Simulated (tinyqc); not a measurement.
Inside a calculation. Model: Debye-Callaway model of lattice thermal conductivity. Computed by tinyqc, a small Python program that keeps every step. Command: `OMP_NUM_THREADS=1 python tinyqc.py 3002384 3002385 out.jsonl callaway walk`. One thread of a shared host (Intel(R) Xeon(R) Processor @ 2.30GHz), about 0.01 s of CPU time with the checks. Intermediate numbers are printed to about 7 digits and carried at full precision; extremes and crossings named in words are read from the listed rows.

Three acoustic branches with one velocity v, cut at omega_D = k_B Theta/hbar; x = hbar omega/(k_B T). v and Theta are separate inputs: Theta cuts off the heat-carrying modes, so C need not reach 3 k_B/V. gamma is an effective value that sets the umklapp rate. Heat flows along the film.

Inputs (values chosen for the exercise, for a model crystal):

| quantity | value | unit |
|---|---|---|
| sound velocity v | 6500 | m/s |
| Debye temperature Theta | 770 | K |
| volume per atom V | 11.9 | angstrom^3 |
| mean atomic mass M | 101 | u |
| effective Grueneisen parameter gamma | 1.74 | - |
| umklapp exponent divisor b | 2.5 | - |
| mass variance Gamma | 0.00015 | - |
| film thickness t | 2.6 | micrometre |
| specularity p | 0 | - |
| normal-process factor f_N | 1.4 | - |
| temperature T | 300 | K |
| probe frequency omega/omega_D | 0.63 | - |

Sample: film. Point defects: isotopes. Normal processes: included.

Constants: k_B = 1.380649e-23 J/K; hbar = 1.054571817e-34 J s; u = 1.6605390666e-27 kg.

## Mass-fluctuation parameter

Gamma is given directly by the isotope mixture. A = V Gamma/(4 pi v^3).

Gamma = 1.50e-04

Rayleigh coefficient A = 5.172355e-46 s^3

## Scattering rates at one frequency

Rates: point defects A omega^4; umklapp B omega^2 T exp(-Theta/(b T)) with B = hbar gamma^2/(M v^2 Theta); normal processes f_N B omega^2 T (T/Theta)^2. Film: the bulk time tau of each mode, from the resistive rates above, is multiplied by the Fuchs-Sondheimer factor F = (3/2) int_0^1 (1 - u^2) [1 - (1 - p) (u/d) (1 - E)/(1 - p E)] du, with E = exp(-d/u), d = t/(v tau), by 48 Gauss-Legendre points in z with u = z^4; the boundary rate is defined as 1/(F tau) - 1/tau. The resistive time is tau_R = 1/(boundary + point-defect + umklapp rates), and the free path is v tau_R.

omega = 6.350946e+13 rad/s

Rates:

| process | rate (1/s) | rate x tau_R |
|---|---|---|
| boundaries | 9.642626e+08 | 0.02775454 |
| point defects | 8.414763e+09 | 0.2422036 |
| umklapp | 2.536350e+10 | 0.7300419 |
| normal | 1.504783e+10 | 0.4331243 |

tau_R = 2.878317e-11 s

free path = 187.0906 nm

The strongest resistive process at this frequency: umklapp, 73 % of the resistive rate.

## The integrand on a coarse grid

x runs in ten equal steps to min(Theta/T, 12); g = x^4 e^x/(e^x - 1)^2; tau_C is the inverse of all rates summed; the last column is c tau_C g with c = (k_B/(2 pi^2 v)) (k_B T/hbar)^3.

Integrand:

| x | g | tau_C (s) | c tau_C g (W/(m K)) |
|---|---|---|---|
| 0.256667 | 0.065517 | 4.750950e-10 | 202.9373 |
| 0.513333 | 0.257800 | 1.882588e-10 | 316.4198 |
| 0.770000 | 0.564454 | 9.365367e-11 | 344.6504 |
| 1.026667 | 0.966143 | 5.354165e-11 | 337.2550 |
| 1.283333 | 1.438372 | 3.358160e-11 | 314.9184 |
| 1.540000 | 1.953644 | 2.244925e-11 | 285.9385 |
| 1.796667 | 2.483706 | 1.570505e-11 | 254.3107 |
| 2.053333 | 3.001642 | 1.136435e-11 | 222.3970 |
| 2.310000 | 3.483614 | 8.441188e-12 | 191.7162 |
| 2.566667 | 3.910108 | 6.402890e-12 | 163.2263 |

Among these rows the integrand is largest at x = 0.77.

## Thermal conductivity

kappa_1 = c int tau_C g dx, g = x^4 e^x/(e^x - 1)^2, c = (k_B/(2 pi^2 v)) (k_B T/hbar)^3, over 0 < x < min(Theta/T, 40), by 96 Gauss-Legendre points in s with x = x_max s^2; 1/tau_C = 1/tau_R + 1/tau_N; kappa_2 = c [int (tau_C/tau_N) g dx]^2 / int (tau_C/(tau_N tau_R)) g dx; kappa = kappa_1 + kappa_2. Heat capacity C = 3 c int g dx / v^2; grey free path 3 kappa/(C v); the median free path v tau_C halves kappa_1 when the quadrature points are ordered by free path (each counted at half its weight, interpolated in the logarithm); likewise at 10 % and 90 %.

kappa_1 = 657.9206 W/(m K)

kappa_2 = 138.7434 W/(m K)

kappa = 796.6640 W/(m K)

heat capacity C = 1917414 J/(m^3 K)

grey free path = 191.7641 nm

median free path = 246.5706 nm

free path at 10 % of kappa_1 = 61.60976 nm

free path at 90 % of kappa_1 = 1652.111 nm

The median free path is 1.3 times the grey one. The middle 80 % of kappa_1 spans a factor 27 in free path. The Callaway term kappa_2 is 17 % of the total.

## Leaving out one process at a time

The formulas are those given above.

Conductivity at T:

| case | kappa (W/(m K)) | ratio to all |
|---|---|---|
| all processes | 796.6640 | 1 |
| without point defects | 1021.132 | 1.281760 |
| without boundaries | 956.4248 | 1.200537 |

Removing point defects raises kappa most, by a factor 1.28; removing boundaries gives only 1.20.

## Conductivity against temperature

The formulas are those given above.

Kappa (W/(m K)):

| T (K) | all processes | without point defects |
|---|---|---|
| 46 | 552.7739 | 1368.891 |
| 77 | 1177.071 | 2778.712 |
| 130 | 1515.868 | 2959.489 |
| 230 | 1076.010 | 1528.389 |
| 380 | 586.4511 | 704.8547 |
| 620 | 295.0831 | 327.7386 |
| 1000 | 150.3601 | 160.4870 |

kappa peaks among these rows at 130 K (T/Theta = 0.169) with 1520 W/(m K). The exponent d ln kappa/d ln T is 1.47 at the cold end and -1.41 at the hot end. The normal rate is taken to grow as T^3 at all T, which overstates it above Theta. Point defects cost most at 46 K, a factor 2.48.

Checks made by the program: heat capacity against the Debye function (relative difference below 1e-10).
